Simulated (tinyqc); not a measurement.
Sheet resistance and Hall data of a diffused or implanted layer: one step, computed by the program tinyqc.

Carriers are taken equal to the net active doping down to the junction (full ionisation, which deep dopants in wide-gap hosts do not reach; no spill-over, no depletion), and the Hall factor is 1.

Problem. Profile. N(x) = N_0 exp(-x^2/l^2), dose N_0 l sqrt(pi)/2, junction x_j = l sqrt(ln(N_0/N_B)). Mobility mu = mu_min + (mu_max - mu_min)/(1 + (N_t/N_ref)^alpha), N_t = active doping + N_B; carriers n = active doping - N_B, all dopants active. sigma = e n mu.

Inputs (values chosen for the exercise, modelled on donors in GaAs):
```
quantity                                 value        unit
mu_min                                     513  cm^2/(V s)
mu_max                                    9590  cm^2/(V s)
N_ref                                  5.8e+16      1/cm^3
exponent alpha                            0.39           -
peak concentration N_0                 6.2e+17      1/cm^3
length scale l                             8.6          nm
background doping N_B (opposite type)  9.7e+15      1/cm^3
```

Profile: Gaussian at the surface. Activation: complete.

Constants: e = 1.602176634e-19 C.

Give: Depth, doping, carriers, mobility and conductivity at 2, 10, 20, 35, 50, 65, 80, 90 and 98 % of the layer.

Solution.

Depth, doping, carriers, mobility and conductivity at 2, 10, 20, 35, 50, 65, 80, 90 and 98 % of the layer:
```
x (nm)  N (1/cm^3)  n (1/cm^3)  mu (cm^2/(V s))  sigma (S/cm)
0.351   6.1897e+17  6.0927e+17           3082.2        300.87
1.754   5.9475e+17  5.8505e+17           3110.5        291.56
3.507   5.2501e+17  5.1531e+17           3200.0        264.20
6.137   3.7257e+17  3.6287e+17           3454.0        200.81
8.768   2.1927e+17  2.0957e+17           3864.5        129.76
11.398  1.0703e+17  9.7333e+16           4436.3         69.18
14.028  4.3331e+16  3.3631e+16           5130.8         27.65
15.782  2.1372e+16  1.1672e+16           5601.2         10.47
17.185  1.1436e+16  1.7360e+15           5933.5          1.65
```

The mobility varies by a factor 1.9 across these points and the conductivity by 182.
